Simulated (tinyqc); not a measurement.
Inside a calculation. Method: Hueckel theory of the pi electrons, for the molecule Bc1cccc(=O)cc1C=C (SMILES; centres numbered as the heavy atoms are written). Computed by tinyqc, a small Python program that keeps every step. Settings: charge = 0. Command: `OMP_NUM_THREADS=1 python tinyqc.py 31257 31258 out.jsonl` (the two numbers bound the seeds that draw the settings). One thread of a shared host (Intel(R) Xeon(R) Processor @ 2.60GHz), about 0.01 s of CPU time with the checks.

## The Hueckel matrix

Centres:
```
centre  z_r, pi electrons of the neutral centre         h
1B                                            0  -1.00000
2C                                            1   0.00000
3C                                            1   0.00000
4C                                            1   0.00000
5C                                            1   0.00000
6C                                            1   0.00000
7O                                            1   1.00000
8C                                            1   0.00000
9C                                            1   0.00000
10C                                           1   0.00000
11C                                           1   0.00000
```

Bonds:
```
i    j        k
1    2  0.70000
2    3        1
3    4        1
4    5        1
5    6        1
6    7        1
6    8        1
8    9        1
9   10        1
10  11        1
9    2        1
```

H_rr = alpha + h_r beta, H_rs = k_rs beta for bonded centres.

Hueckel matrix in units of beta (H = alpha + beta A):
```
           1B       2C       3C       4C       5C       6C       7O       8C
1B   -1.00000  0.70000  0.00000  0.00000  0.00000  0.00000  0.00000  0.00000
2C    0.70000  0.00000  1.00000  0.00000  0.00000  0.00000  0.00000  0.00000
3C    0.00000  1.00000  0.00000  1.00000  0.00000  0.00000  0.00000  0.00000
4C    0.00000  0.00000  1.00000  0.00000  1.00000  0.00000  0.00000  0.00000
5C    0.00000  0.00000  0.00000  1.00000  0.00000  1.00000  0.00000  0.00000
6C    0.00000  0.00000  0.00000  0.00000  1.00000  0.00000  1.00000  1.00000
7O    0.00000  0.00000  0.00000  0.00000  0.00000  1.00000  1.00000  0.00000
8C    0.00000  0.00000  0.00000  0.00000  0.00000  1.00000  0.00000  0.00000
9C    0.00000  1.00000  0.00000  0.00000  0.00000  0.00000  0.00000  1.00000
10C   0.00000  0.00000  0.00000  0.00000  0.00000  0.00000  0.00000  0.00000
11C   0.00000  0.00000  0.00000  0.00000  0.00000  0.00000  0.00000  0.00000

          9C      10C      11C
1B   0.00000  0.00000  0.00000
2C   1.00000  0.00000  0.00000
3C   0.00000  0.00000  0.00000
4C   0.00000  0.00000  0.00000
5C   0.00000  0.00000  0.00000
6C   0.00000  0.00000  0.00000
7O   0.00000  0.00000  0.00000
8C   1.00000  0.00000  0.00000
9C   0.00000  1.00000  0.00000
10C  1.00000  0.00000  1.00000
11C  0.00000  1.00000  0.00000
```

## Orbitals

pi electrons, sum of z_r less the charge = 10

Diagonalise; E = alpha + x beta with beta < 0, so the largest x are filled first; degenerate levels share their electrons. P = sum n_i c_ri c_si; each orbital has its largest coefficient positive (the first on a tie).

x values: 2.26922  1.79032  1.47180  0.86429  0.70161  -0.30235  -0.41597  -1.05941  -1.27413  -1.90615  -2.13924

occupations: 2.00000  2.00000  2.00000  2.00000  2.00000  0.00000  0.00000  0.00000  0.00000  0.00000  0.00000

coefficients:
```
         MO1       MO2       MO3       MO4       MO5       MO6       MO7       MO8
1B   0.06336  -0.09957   0.05286  -0.16044   0.05689   0.42005   0.13981   0.54928
2C   0.29592  -0.39690   0.18665  -0.42729   0.13829   0.41864   0.11664  -0.04662
3C   0.23674  -0.22219   0.49556  -0.13384   0.23625  -0.37262   0.29870  -0.36669
4C   0.24129  -0.00090   0.54271   0.31161   0.02746  -0.30598  -0.24090   0.43510
5C   0.31080   0.22058   0.30321   0.40316  -0.21698   0.46513  -0.19849  -0.09426
6C   0.46398   0.39581  -0.09645   0.03684  -0.17970   0.16535   0.32346  -0.33524
7O   0.36556   0.50082  -0.20444  -0.27145   0.60221  -0.12696  -0.22844   0.16279
8C   0.37652  -0.01277  -0.24073  -0.09987  -0.51131  -0.38816   0.29238   0.28663
9C   0.39042  -0.41868  -0.25785  -0.12315  -0.17904  -0.04799  -0.44509   0.03158
10C  0.21352  -0.33991  -0.32542   0.42071   0.24740  -0.01597  -0.22388  -0.27347
11C  0.09409  -0.18986  -0.22110   0.48677   0.35262   0.05282   0.53821   0.25813

          MO9      MO10      MO11
1B    0.58375  -0.18064   0.28845
2C   -0.22860   0.23384  -0.46945
3C    0.13415  -0.35555   0.26143
4C    0.05768   0.44388  -0.08981
5C   -0.20764  -0.49056  -0.06930
6C    0.20688   0.49119   0.23807
7O   -0.09097  -0.16902  -0.07584
8C    0.03502  -0.27671  -0.36414
9C   -0.25150   0.03626   0.54092
10C   0.51403  -0.02625  -0.32356
11C  -0.40343   0.01377   0.15125
```

charge and bond-order matrix P:
```
           1B        2C        3C        4C        5C        6C        7O        8C
1B    0.09140   0.28911   0.19646  -0.00873  -0.12654  -0.06249   0.08060  -0.00132
2C    0.28911   0.96326   0.68119   0.08741  -0.28251  -0.15677   0.14103   0.08705
3C    0.19646   0.68119   0.84943   0.58210   0.13921  -0.14657   0.10511  -0.26950
4C   -0.00873   0.08741   0.58210   0.90122   0.71803   0.13159  -0.18249  -0.16989
5C   -0.12654  -0.28251   0.13921   0.71803   0.89361   0.51222  -0.15601   0.22379
6C   -0.06249  -0.15677  -0.14657   0.13159   0.51222   0.82980   0.53870   0.56212
7O    0.08060   0.14103   0.10511  -0.18249  -0.15601   0.53870   1.72521  -0.20070
8C   -0.00132   0.08705  -0.26950  -0.16989   0.22379   0.56212  -0.20070   0.94258
9C    0.12474   0.52289   0.06372  -0.17730  -0.11999   0.13587  -0.17728   0.63654
10C  -0.04650  -0.01640  -0.06611   0.02621   0.01730  -0.06608   0.01827  -0.01088
11C  -0.08971  -0.19460  -0.05391   0.12849   0.08012  -0.11119   0.12946  -0.27567

           9C       10C       11C
1B    0.12474  -0.04650  -0.08971
2C    0.52289  -0.01640  -0.19460
3C    0.06372  -0.06611  -0.05391
4C   -0.17730   0.02621   0.12849
5C   -0.11999   0.01730   0.08012
6C    0.13587  -0.06608  -0.11119
7O   -0.17728   0.01827   0.12946
8C    0.63654  -0.01088  -0.27567
9C    0.88287   0.42695   0.10031
10C   0.42695   1.01046   0.89722
11C   0.10031   0.89722   0.91016
```

## Energy, charges, bond orders

E = sum n x; q_r = z_r - P_rr; bond order p = P_rs; free valence = sqrt(3) - sum of p over the bonds of the atom.

pi energy = 10 alpha + this times beta = 14.19448

pi charges: 1B -0.09140, 2C 0.03674, 3C 0.15057, 4C 0.09878, 5C 0.10639, 6C 0.17020, 7O -0.72521, 8C 0.05742, 9C 0.11713, 10C -0.01046, 11C 0.08984

Bond orders and lengths from R = 1.517 - 0.180 p (angstrom, C-C alone):
```
bond         p        R
1-2    0.28911        -
2-3    0.68119  1.39439
3-4    0.58210  1.41222
4-5    0.71803  1.38775
5-6    0.51222  1.42480
6-7    0.53870        -
6-8    0.56212  1.41582
8-9    0.63654  1.40242
9-10   0.42695  1.44015
10-11  0.89722  1.35550
9-2    0.52289  1.42288
```

free valence of the carbons: 2C 0.23886, 3C 0.46876, 4C 0.43192, 5C 0.50179, 6C 0.11900, 8C 0.53339, 9C 0.14568, 10C 0.40788, 11C 0.83483

gap between the highest filled and the next level = 1.00395 |beta|
